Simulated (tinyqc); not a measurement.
## Dead time against afterpulsing

Afterpulse probability pap = pa (Cd Vx/q) exp(-td/tt) Pm, with Pm the trigger probability of a released carrier; largest rate 1/td; each true event gives 1/(1 - pap) counts.

Values chosen for this exercise: excess bias Vx = 13 V; diode capacitance Cd = 170 fF; trapping probability per avalanche carrier pa = 2.4e-8; trap release time tt = 4.9 ns.

Constants: q = 1.602176634e-19 C. Results are converted to the units shown.

Pm = 0.964

Result of one run:
```
td (ns)  pap (%)  largest rate (1e6/s)  counts per event
6.8        7.967                 147.1             1.087
```

What becomes of these results when the dead time td is changed from 6.8 to 0.98 ns, all else the same?

Result of the changed run:
```
td (ns)  pap (%)  largest rate (1e6/s)  counts per event
0.98       26.13                  1020             1.354
```

The whole series:
```
td (ns)  pap (%)  largest rate (1e6/s)  counts per event
0.98       26.13                  1020             1.354
1.6        23.02                 625.0             1.299
2.6        18.77                 384.6             1.231
4.2        13.54                 238.1             1.157
6.8        7.967                 147.1             1.087
11         3.381                 90.91             1.035
18        0.8102                 55.56             1.008
29       0.08583                 34.48             1.001
```

The afterpulse probability falls from 26.1 to 0.0858 %, a factor of ten for every 11.3 ns, while the largest rate falls from 1020 to 34.5 million a second.

Program tinyqc, `OMP_NUM_THREADS=1 python tinyqc.py 2630016 2630017 out.jsonl`; Intel Xeon 2.30GHz, shared host, one thread, about 0.01 s.
